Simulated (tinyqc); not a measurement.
Inside a calculation. Method: coupled-perturbed Hartree-Fock on RHF in the sto-3g basis, for BeH+, spin multiplicity 1. Computed by tinyqc, a small Python program that keeps every step (integrals from PySCF). Settings: charge = 1, multiplicity = 1, basis = sto-3g, method = RHF, energy threshold = 1e-10, iteration cap = 87, orthogonalisation = symmetric, start = core, DIIS depth = 6. Command: `OMP_NUM_THREADS=1 python tinyqc.py 30455 30456 out.jsonl` (the two numbers bound the seeds that draw the settings). One thread of a shared host (Intel(R) Xeon(R) Processor @ 2.60GHz), about 0.1 s of CPU time with the checks. The early iterations of the SCF are left out here.

## One-electron integrals

Geometry (angstrom):
```
atom         x         y         z
Be    0.000000  0.000000  0.000000
H     0.000000  0.000000  1.331000
```

Basis sto-3g: exponents (1/bohr^2) and contraction coefficients of normalised primitives:
```
element  l (shell)   exponent  coefficient
Be           s (1)  30.167871     0.154329
Be           s (1)   5.495115     0.535328
Be           s (1)   1.487193     0.444635
Be           s (2)   1.314833    -0.099967
Be           s (2)   0.305539     0.399513
Be           s (2)   0.099371     0.700115
Be           p (3)   1.314833     0.155916
Be           p (3)   0.305539     0.607684
Be           p (3)   0.099371     0.391957
H            s (1)   3.425251     0.154329
H            s (1)   0.623914     0.535328
H            s (1)   0.168855     0.444635
```

Overlap, kinetic and nuclear-attraction integrals over the contracted functions; the nuclear repulsion is the sum of Za Zb / Rab.

nuclear repulsion = 1.59031468 hartree

overlap S, order 1Be 1s, 1Be 2s, 1Be 2px, 1Be 2py, 1Be 2pz, 2H 1s:
$$\begin{pmatrix}
1.000000 & 0.259517 & 0.000000 & 0.000000 & 0.000000 & 0.070881 \\
0.259517 & 1.000000 & 0.000000 & 0.000000 & 0.000000 & 0.463608 \\
0.000000 & 0.000000 & 1.000000 & 0.000000 & 0.000000 & 0.000000 \\
0.000000 & 0.000000 & 0.000000 & 1.000000 & 0.000000 & 0.000000 \\
0.000000 & 0.000000 & 0.000000 & 0.000000 & 1.000000 & 0.528415 \\
0.070881 & 0.463608 & 0.000000 & 0.000000 & 0.528415 & 1.000000
\end{pmatrix}$$

kinetic energy T (hartree), order 1Be 1s, 1Be 2s, 1Be 2px, 1Be 2py, 1Be 2pz, 2H 1s:
$$\begin{pmatrix}
6.693975 & -0.033012 & 0.000000 & 0.000000 & 0.000000 & -0.016470 \\
-0.033012 & 0.211111 & 0.000000 & 0.000000 & 0.000000 & 0.070520 \\
0.000000 & 0.000000 & 0.660592 & 0.000000 & 0.000000 & 0.000000 \\
0.000000 & 0.000000 & 0.000000 & 0.660592 & 0.000000 & 0.000000 \\
0.000000 & 0.000000 & 0.000000 & 0.000000 & 0.660592 & 0.196966 \\
-0.016470 & 0.070520 & 0.000000 & 0.000000 & 0.196966 & 0.760032
\end{pmatrix}$$

nuclear attraction V (hartree), order 1Be 1s, 1Be 2s, 1Be 2px, 1Be 2py, 1Be 2pz, 2H 1s:
$$\begin{pmatrix}
-14.958671 & -2.002424 & 0.000000 & 0.000000 & -0.018243 & -0.549342 \\
-2.002424 & -2.684329 & 0.000000 & 0.000000 & -0.149514 & -1.268718 \\
0.000000 & 0.000000 & -2.626706 & 0.000000 & 0.000000 & 0.000000 \\
0.000000 & 0.000000 & 0.000000 & -2.626706 & 0.000000 & 0.000000 \\
-0.018243 & -0.149514 & 0.000000 & 0.000000 & -2.744342 & -1.432736 \\
-0.549342 & -1.268718 & 0.000000 & 0.000000 & -1.432736 & -2.803858
\end{pmatrix}$$

core Hamiltonian H = T + V (hartree), order 1Be 1s, 1Be 2s, 1Be 2px, 1Be 2py, 1Be 2pz, 2H 1s:
$$\begin{pmatrix}
-8.264696 & -2.035436 & 0.000000 & 0.000000 & -0.018243 & -0.565812 \\
-2.035436 & -2.473218 & 0.000000 & 0.000000 & -0.149514 & -1.198198 \\
0.000000 & 0.000000 & -1.966114 & 0.000000 & 0.000000 & 0.000000 \\
0.000000 & 0.000000 & 0.000000 & -1.966114 & 0.000000 & 0.000000 \\
-0.018243 & -0.149514 & 0.000000 & 0.000000 & -2.083750 & -1.235770 \\
-0.565812 & -1.198198 & 0.000000 & 0.000000 & -1.235770 & -2.043826
\end{pmatrix}$$

## Two-electron integrals

Functions are numbered as in S; the eight-fold symmetry (ij|kl) = (ji|kl) = (kl|ij) leaves the list below.

Two-electron integrals (ij|kl) in chemists' order, unique and non-zero (hartree):
```
(11|11) 2.298831   (21|11) 0.392036   (21|21) 0.079539   (22|11) 0.570988
(22|21) 0.143041   (22|22) 0.417683   (31|31) 0.014607   (32|31) 0.021888
(32|32) 0.092265   (33|11) 0.569578   (33|21) 0.143083   (33|22) 0.417589
(33|33) 0.449859   (41|41) 0.014607   (42|41) 0.021888   (42|42) 0.092265
(43|43) 0.024249   (44|11) 0.569578   (44|21) 0.143083   (44|22) 0.417589
(44|33) 0.401360   (44|44) 0.449859   (51|51) 0.014607   (52|51) 0.021888
(52|52) 0.092265   (53|53) 0.024249   (54|54) 0.024249   (55|11) 0.569578
(55|21) 0.143083   (55|22) 0.417589   (55|33) 0.401360   (55|44) 0.401360
(55|55) 0.449859   (61|11) 0.106065   (61|21) 0.021496   (61|22) 0.038920
(61|33) 0.038635   (61|44) 0.038635   (61|51) 0.001935   (61|52) 0.003606
(61|55) 0.039512   (61|61) 0.006102   (62|11) 0.229243   (62|21) 0.058119
(62|22) 0.181492   (62|33) 0.174954   (62|44) 0.174954   (62|51) 0.007650
(62|52) 0.044521   (62|55) 0.194405   (62|61) 0.017347   (62|62) 0.112084
(63|31) 0.005681   (63|32) 0.025680   (63|53) 0.007974   (63|63) 0.011136
(64|41) 0.005681   (64|42) 0.025680   (64|54) 0.007974   (64|64) 0.011136
(65|11) 0.236313   (65|21) 0.060702   (65|22) 0.198958   (65|33) 0.187202
(65|44) 0.187202   (65|51) 0.012563   (65|52) 0.069760   (65|55) 0.222264
(65|61) 0.019057   (65|62) 0.140512   (65|65) 0.183250   (66|11) 0.393712
(66|21) 0.101690   (66|22) 0.353255   (66|33) 0.327619   (66|44) 0.327619
(66|51) 0.016694   (66|52) 0.121629   (66|55) 0.404236   (66|61) 0.031365
(66|62) 0.270344   (66|65) 0.361615   (66|66) 0.774606
```

## Orthogonalisation

S = U s U^T; symmetric (Loewdin) form X = U s^(-1/2) U^T, so that X^T S X = 1.

eigenvalues of S: [0.289142, 0.793567, 1.000000, 1.000000, 1.171931, 1.745360]

X, order 1Be 1s, 1Be 2s, 1Be 2px, 1Be 2py, 1Be 2pz, 2H 1s:
$$\begin{pmatrix}
1.027607 & -0.145797 & 0.000000 & 0.000000 & -0.011416 & 0.020786 \\
-0.145797 & 1.162719 & 0.000000 & 0.000000 & 0.152253 & -0.358734 \\
0.000000 & 0.000000 & 1.000000 & 0.000000 & 0.000000 & 0.000000 \\
0.000000 & 0.000000 & 0.000000 & 1.000000 & 0.000000 & 0.000000 \\
-0.011416 & 0.152253 & 0.000000 & 0.000000 & 1.170280 & -0.402490 \\
0.020786 & -0.358734 & 0.000000 & 0.000000 & -0.402490 & 1.302329
\end{pmatrix}$$

## Iteration 8 (converged): orbitals

converged F (hartree), order 1Be 1s, 1Be 2s, 1Be 2px, 1Be 2py, 1Be 2pz, 2H 1s:
$$\begin{pmatrix}
-5.019194 & -1.411294 & 0.000000 & 0.000000 & 0.016879 & -0.391216 \\
-1.411294 & -0.877407 & 0.000000 & 0.000000 & -0.152444 & -0.578218 \\
0.000000 & 0.000000 & -0.144357 & 0.000000 & 0.000000 & 0.000000 \\
0.000000 & 0.000000 & 0.000000 & -0.144357 & 0.000000 & 0.000000 \\
0.016879 & -0.152444 & 0.000000 & 0.000000 & -0.339603 & -0.459736 \\
-0.391216 & -0.578218 & 0.000000 & 0.000000 & -0.459736 & -0.577299
\end{pmatrix}$$

Diagonalise F' = X^T F X, C = X C', fill 2 alpha and 2 beta electrons from the bottom; D = 2 C_occ C_occ^T. Each column has its largest component positive (the first on a tie).

F' = X^T F X (hartree):
$$\begin{pmatrix}
-4.910103 & -0.704697 & 0.000000 & 0.000000 & 0.023992 & -0.061252 \\
-0.704697 & -0.459619 & 0.000000 & 0.000000 & 0.027439 & -0.385820 \\
0.000000 & 0.000000 & -0.144357 & 0.000000 & 0.000000 & 0.000000 \\
0.000000 & 0.000000 & 0.000000 & -0.144357 & 0.000000 & 0.000000 \\
0.023992 & 0.027439 & 0.000000 & 0.000000 & -0.129123 & -0.388941 \\
-0.061252 & -0.385820 & 0.000000 & 0.000000 & -0.388941 & -0.171431
\end{pmatrix}$$

orbital energies (hartree): MO1 -5.022050, MO2 -0.742158, MO3 -0.264363, MO4 -0.144357, MO5 -0.144357, MO6 0.358294

coefficients C, order 1Be 1s, 1Be 2s, 1Be 2px, 1Be 2py, 1Be 2pz, 2H 1s:
$$\begin{pmatrix}
0.992932 & -0.192368 & -0.200820 & 0.000000 & 0.000000 & 0.120614 \\
0.026457 & 0.541551 & 0.765841 & 0.000000 & 0.000000 & -0.802841 \\
0.000000 & 0.000000 & 0.000000 & 0.188129 & 0.982144 & 0.000000 \\
0.000000 & 0.000000 & 0.000000 & 0.982144 & -0.188129 & 0.000000 \\
-0.001986 & 0.296318 & -0.635729 & 0.000000 & 0.000000 & -1.030973 \\
-0.001563 & 0.495500 & -0.225923 & 0.000000 & 0.000000 & 1.300238
\end{pmatrix}$$

D after iteration 8, order 1Be 1s, 1Be 2s, 1Be 2px, 1Be 2py, 1Be 2pz, 2H 1s:
$$\begin{pmatrix}
2.045838 & -0.155814 & 0.000000 & 0.000000 & -0.117947 & -0.193739 \\
-0.155814 & 0.587955 & 0.000000 & 0.000000 & 0.320837 & 0.536594 \\
0.000000 & 0.000000 & 0.000000 & 0.000000 & 0.000000 & 0.000000 \\
0.000000 & 0.000000 & 0.000000 & 0.000000 & 0.000000 & 0.000000 \\
-0.117947 & 0.320837 & 0.000000 & 0.000000 & 0.175616 & 0.293657 \\
-0.193739 & 0.536594 & 0.000000 & 0.000000 & 0.293657 & 0.491045
\end{pmatrix}$$

Within a degenerate level the vectors are fixed only up to a rotation; this is one choice.

## Convergence

Stop when the energy changes by less than 1e-10 hartree and every element of the error matrix X^T (F D S - S D F) X is below 3e-06.

Course of the cycle:
```
iteration   E (hartree)     change  largest element of the error matrix
1          -14.56694784          -                             2.84e-01
2          -14.66078819  -9.38e-02                             5.33e-02
3          -14.66418026  -3.39e-03                             1.15e-02
4          -14.66471370  -5.33e-04                             2.53e-03
5          -14.66473924  -2.55e-05                             4.58e-05
6          -14.66473925  -6.35e-09                             5.77e-06
7          -14.66473925  -1.03e-10                             2.65e-08
8          -14.66473925  -3.55e-15                             4.51e-10
```

PySCF RHF in the same basis = -14.66473925 hartree

Converged in 8 iterations.

## Integrals over molecular orbitals

(pq|rs) = sum C_ip C_jq C_kr C_ls (ij|kl), one index at a time.

one-electron integrals over orbitals h = C^T H C (hartree):
$$\begin{pmatrix}
-8.255028 & 0.164014 & 0.205345 & 0.000000 & 0.000000 & -0.070670 \\
0.164014 & -2.235819 & 0.009558 & 0.000000 & 0.000000 & 0.150161 \\
0.205345 & 0.009558 & -1.955026 & 0.000000 & 0.000000 & -0.034986 \\
0.000000 & 0.000000 & 0.000000 & -1.966114 & 0.000000 & 0.000000 \\
0.000000 & 0.000000 & 0.000000 & 0.000000 & -1.966114 & 0.000000 \\
-0.070670 & 0.150161 & -0.034986 & 0.000000 & 0.000000 & -1.596068
\end{pmatrix}$$

Two-electron integrals over orbitals (pq|rs), unique and non-zero (hartree):
```
(11|11) 2.275471    (21|11) -0.166724   (21|21) 0.021126    (22|11) 0.489316
(22|21) 0.002710    (22|22) 0.536155    (31|11) -0.173526   (31|21) 0.016100
(31|22) -0.018754   (31|31) 0.027770    (32|11) 0.036451    (32|21) -0.005689
(32|22) -0.066360   (32|31) 0.002447    (32|32) 0.032911    (33|11) 0.555121
(33|21) -0.013656   (33|22) 0.320551    (33|31) 0.004471    (33|32) 0.027306
(33|33) 0.469999    (41|41) 0.015596    (42|41) 0.013268    (42|42) 0.042943
(43|41) 0.014074    (43|42) 0.030650    (43|43) 0.052259    (44|11) 0.569234
(44|21) -0.006195   (44|22) 0.370914    (44|31) -0.006087   (44|32) 0.017591
(44|33) 0.399551    (44|44) 0.449859    (51|51) 0.015596    (52|51) 0.013268
(52|52) 0.042943    (53|51) 0.014074    (53|52) 0.030650    (53|53) 0.052259
(54|54) 0.024249    (55|11) 0.569234    (55|21) -0.006195   (55|22) 0.370914
(55|31) -0.006087   (55|32) 0.017591    (55|33) 0.399551    (55|44) 0.401360
(55|55) 0.449859    (61|11) 0.096380    (61|21) -0.016204   (61|22) -0.011118
(61|31) -0.003140   (61|32) 0.006438    (61|33) 0.017303    (61|44) 0.001824
(61|55) 0.001824    (61|61) 0.018174    (62|11) -0.115156   (62|21) 0.003473
(62|22) 0.063947    (62|31) 0.005731    (62|32) -0.045584   (62|33) -0.026709
(62|44) -0.052136   (62|55) -0.052136   (62|61) 0.001283    (62|62) 0.121445
(63|11) 0.049325    (63|21) -0.004087   (63|22) -0.056194   (63|31) 0.005866
(63|32) 0.027589    (63|33) 0.057380    (63|44) 0.016225    (63|55) 0.016225
(63|61) 0.007256    (63|62) -0.045654   (63|63) 0.046698    (64|41) -0.009321
(64|42) -0.030093   (64|43) -0.015052   (64|64) 0.026835    (65|51) -0.009321
(65|52) -0.030093   (65|53) -0.015052   (65|65) 0.026835    (66|11) 0.517256
(66|21) -0.000247   (66|22) 0.529734    (66|31) -0.015511   (66|32) -0.064150
(66|33) 0.350839    (66|44) 0.375184    (66|55) 0.375184    (66|61) -0.006471
(66|62) 0.093027    (66|63) -0.054579   (66|66) 0.565754
```

## Response to a field: uncoupled start

dipole integrals <a|z|i> (bohr), order a3, a4, a5, a6:
$$\begin{pmatrix}
-0.103550 & -0.678469 \\
0.000000 & 0.000000 \\
0.000000 & 0.000000 \\
-0.101500 & 0.733938
\end{pmatrix}$$

Field along z; U_ai = -mu_ai / (e_a - e_i), alpha = -4 sum U_ai mu_ai.

uncoupled U, order a3, a4, a5, a6:
$$\begin{pmatrix}
0.021765 & 1.420000 \\
0.000000 & 0.000000 \\
0.000000 & 0.000000 \\
0.018865 & -0.666943
\end{pmatrix}$$

uncoupled polarisability = 5.828354 bohr^3

## Coupled step 1

U_ai = -(mu_ai + sum_bj [4 (ai|bj) - (ab|ij) - (aj|bi)] U_bj) / (e_a - e_i); alpha = -4 sum U_ai mu_ai.

U after step 1, order a3, a4, a5, a6:
$$\begin{pmatrix}
0.020773 & 1.964883 \\
0.000000 & 0.000000 \\
0.000000 & 0.000000 \\
0.014869 & -0.663711
\end{pmatrix}$$

polarisability = 7.295580 bohr^3

## Coupled step 2

As before.

U after step 2, order a3, a4, a5, a6:
$$\begin{pmatrix}
0.018206 & 2.218638 \\
0.000000 & 0.000000 \\
0.000000 & 0.000000 \\
0.012071 & -0.623303
\end{pmatrix}$$

polarisability = 7.863414 bohr^3

## Coupled polarisability

Repeat until U stops changing; compare with -d2E/dF2.

Course of the coupled iterations:
```
step  alpha (bohr^3)
0           5.828354
1           7.295580
2           7.863414
3           8.128531
4           8.259076
5           8.324195
6           8.356776
7           8.373089
8           8.381258
9           8.385349
10          8.387398
11          8.388424
...              ...
16          8.389421
17          8.389437
18          8.389445
19          8.389449
20          8.389451
21          8.389452
22          8.389453
23          8.389453
24          8.389453
25          8.389453
26          8.389453
27          8.389453
```

coupled polarisability = 8.389453 bohr^3

finite-field check, fields of +/-0.001 au = 8.389769 bohr^3
